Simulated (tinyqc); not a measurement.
Inside a calculation. Method: UHF in the sto-3g basis, for H2, spin multiplicity 1. One step of it, computed by the program tinyqc.

Question. Iteration 1: building the Fock matrix. J_ij = sum D_kl (ij|kl) with D = D(alpha) + D(beta), K_ij = sum D_kl (ik|jl) for each spin; F = H + J - K(s); E = tr D H + tr D J / 2 - 0.5 sum_s tr D(s) K(s) + E_nn.

D(alpha) at the start, order 1H 1s, 2H 1s:
$$\begin{pmatrix}
1.292936 & -0.316173 \\
-0.316173 & 0.077316
\end{pmatrix}$$

D(beta) at the start, order 1H 1s, 2H 1s:
$$\begin{pmatrix}
0.077316 & -0.316173 \\
-0.316173 & 1.292936
\end{pmatrix}$$

core Hamiltonian H = T + V (hartree), order 1H 1s, 2H 1s:
$$\begin{pmatrix}
-1.051915 & -0.829630 \\
-0.829630 & -1.051915
\end{pmatrix}$$

Two-electron integrals (ij|kl) in chemists' order, unique and non-zero (hartree):
```
(11|11) 0.774606   (21|11) 0.381273   (21|21) 0.227726   (22|11) 0.527697
(22|21) 0.381273   (22|22) 0.774606
```

nuclear repulsion = 0.61892071 hartree

Give: Coulomb J; exchange K(alpha); exchange K(beta); F(alpha); F(beta); total energy of this density.

Answer.

Coulomb J (hartree), order 1H 1s, 2H 1s:
$$\begin{pmatrix}
1.3023 & 0.7569 \\
0.7569 & 1.3023
\end{pmatrix}$$

exchange K(alpha) (hartree), order 1H 1s, 2H 1s:
$$\begin{pmatrix}
0.7780 & 0.2836 \\
0.2836 & 0.1132
\end{pmatrix}$$

exchange K(beta) (hartree), order 1H 1s, 2H 1s:
$$\begin{pmatrix}
0.1132 & 0.2836 \\
0.2836 & 0.7780
\end{pmatrix}$$

F(alpha) (hartree), order 1H 1s, 2H 1s:
$$\begin{pmatrix}
-0.5277 & -0.3563 \\
-0.3563 & 0.1371
\end{pmatrix}$$

F(beta) (hartree), order 1H 1s, 2H 1s:
$$\begin{pmatrix}
0.1371 & -0.3563 \\
-0.3563 & -0.5277
\end{pmatrix}$$

total energy of this density = -0.744135 hartree
